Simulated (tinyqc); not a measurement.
Random telegraph noise from one oxide trap in a small MOSFET: one step of the calculation.

An acceptor-like trap exchanges electrons with the channel. Inversion charge Q = Cox u, u = n Vt W0(exp((Vg - VT)/(n Vt))), W0 the Lambert function, n = nf, Cox = eps0 eox/tox; linear regime Id = (W/L) mu Q Vd. Relative to threshold the surface potential rises by Vt ln(u/u0) and the oxide voltage by the rest of Vg - VT, with u0 = n Vt W0(1).

Problem. Lorentzian spectrum. Spectrum S(f) = 4 dI^2/{(tc + te)[(1/tc + 1/te)^2 + (2 pi f)^2]}; corner fc = (1/tc + 1/te)/(2 pi); variance dI^2 tc te/(tc + te)^2. Give S at f = 0, at fc and at 10 fc.

tc = 14.447221 s
te = 6.1440402 s
dI = 2.9123684 nA

Wanted: fc; S(0); S(fc); S(10 fc); rms current.

Solution.

fc = 0.03692 Hz
S(0) = 3.062e-17 A^2/Hz
S(fc) = 1.531e-17 A^2/Hz
S(10 fc) = 3.032e-19 A^2/Hz
rms current = 1.333 nA

The rms value is 0.458 of the step; it reaches its largest share, 1/2, when tc = te.

Range of the model: VT is taken as given; short-channel effects and the uneven flow of current among few electrons are left out.

tinyqc, about 0.01 s, one thread, Intel Xeon 2.30GHz (shared host): `OMP_NUM_THREADS=1 python tinyqc.py 2710002 2710003 out.jsonl`
